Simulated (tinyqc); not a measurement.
# Thin-film transistor with exponential tail and deep states, accumulation layer: what changes with what

An undoped film in accumulation, thicker than the space-charge layer. With band bending psi the Fermi level lies E0 - psi below the band edge. Free electrons n = n0 exp(psi/Vt) carry the current; electrons in two exponential distributions of traps, a = a0 exp(psi/Va) and d = d0 exp(psi/Vp), do not. Linear regime, ohmic contacts, traps in equilibrium.

Values chosen for this exercise; values close to those of an organic semiconductor:

| symbol | value | unit | meaning |
|---|---|---|---|
| T | 270 | K | temperature |
| eps_r | 3.2 |  | relative permittivity of the semiconductor |
| Nc | 1.3e20 | cm^-3 | density of extended states |
| mb | 2.6 | cm^2/(V s) | band mobility |
| Nt | 8.6e19 | cm^-3 | total density of tail states |
| Tt | 470 | K | characteristic temperature of the tail |
| Nd | 2.9e17 | cm^-3 | total density of deep states |
| Td | 970 | K | characteristic temperature of the deep states |
| E0 | 0.41 | eV | bulk Fermi level below the band edge |
| Ci | 12 | nF/cm^2 | gate capacitance |
| WL | 10 |  | ratio W/L |
| Vd | 0.05 | V | drain voltage |
| Vg | 24 | V | gate voltage above flat band |

Constants: q = 1.602176634e-19 C, kB = 1.380649e-23 J/K, Vt = kB T/q, eps0 = 8.8541878128e-14 F/cm where lengths are in cm. Results are converted to the units shown.

Each table varies one quantity; the others keep the values above.

## Effect of the gate capacitance

Va = kB Tt/q, Vp = kB Td/q; n0 = Nc exp(-E0/Vt), a0 = Nt th(T/Tt) exp(-E0/Va), d0 = Nd th(T/Td) exp(-E0/Vp), th(x) = pi x/sin(pi x). G(psi) = sum over the three kinds of c0 [V (exp(psi/V) - 1) - psi], field F = sqrt(2 q G/(eps0 eps_r)); Vg = psi + eps0 eps_r F/Ci at the surface. Total charge Q = Ci (Vg - psi_s); free charge Qf = q times the integral of n0 (exp(psi/Vt) - 1)/F over psi from 0 to psi_s; I = (W/L) mb Qf Vd; effective mobility mb Qf/Q.

Result of one run:
```
Ci (nF/cm^2)	E0 - psi_s (eV)	Q (nC/cm^2)	free share (%)	effective mobility (cm^2/(V s))	I (nA)
23	0.03667	543.4	14.01	0.3642	98.95
```

What becomes of these results when the gate capacitance Ci is changed from 23 to 5.9 nF/cm^2, all else the same?

Result of the changed run:
```
Ci (nF/cm^2)	E0 - psi_s (eV)	Q (nC/cm^2)	free share (%)	effective mobility (cm^2/(V s))	I (nA)
5.9	0.1396	140.0	2.467	0.06414	4.490
```

The whole series:
```
Ci (nF/cm^2)	E0 - psi_s (eV)	Q (nC/cm^2)	free share (%)	effective mobility (cm^2/(V s))	I (nA)
2.4	0.2107	57.12	0.7084	0.01842	0.5260
3.8	0.1744	90.30	1.334	0.03468	1.566
5.9	0.1396	140.0	2.467	0.06414	4.490
9.3	0.1040	220.4	4.598	0.1196	13.17
15	0.06773	354.9	8.515	0.2214	39.28
23	0.03667	543.4	14.01	0.3642	98.95
```

As Ci goes from 2.4 to 23 nF/cm^2, the free share rises from 0.708 to 14.0 %, the distance of the Fermi level from the edge falls from 0.211 to 0.0367 eV and the current rises from 0.526 to 98.9 nA. At Ci = 23 nF/cm^2 the surface Fermi level is within 2 Vt of the band edge, where the exponential forms fail. For Ci = 15 to 23 nF/cm^2 the th form, which assumes a Fermi level far below the edge, overcounts the filled tail at the surface by more than 15 %.

## Effect of the total density of tail states

Same model as above.

Results:
```
Nt (cm^-3)	E0 - psi_s (eV)	Q (nC/cm^2)	free share (%)	effective mobility (cm^2/(V s))	I (nA)
2.9e18	0.03189	283.5	76.60	1.992	282.3
6.6e18	0.03537	283.5	62.84	1.634	231.6
3.5e19	0.05811	283.8	20.78	0.5403	76.66
8.1e19	0.08247	284.1	7.025	0.1826	25.94
1.9e20	0.1135	284.4	1.830	0.04757	6.766
4.3e20	0.1453	284.8	0.4651	0.01209	1.722
```

Estimate the missing row, Nt = 1.5e19 cm^-3.

Computed row:
```
Nt (cm^-3)	E0 - psi_s (eV)	Q (nC/cm^2)	free share (%)	effective mobility (cm^2/(V s))	I (nA)
1.5e19	0.04285	283.6	42.70	1.110	157.4
```

With this row back in the table: As Nt goes from 2.9e18 to 4.3e20 cm^-3, the free share falls from 76.6 to 0.465 %, the distance of the Fermi level from the edge rises from 0.0319 to 0.145 eV and the current falls from 282 to 1.72 nA. Q varies by only 0.48 %: the gate sets the charge, the traps decide how much of it moves. For Nt = 2.9e18 to 1.5e19 cm^-3 the surface Fermi level is within 2 Vt of the band edge, where the exponential forms fail. For Nt = 2.9e18 to 8.1e19 cm^-3 the th form, which assumes a Fermi level far below the edge, overcounts the filled tail at the surface by more than 15 %.

Program tinyqc, `OMP_NUM_THREADS=1 python tinyqc.py 2610026 2610027 out.jsonl`; Intel Xeon 2.30GHz, shared host, one thread, about 0.01 s.
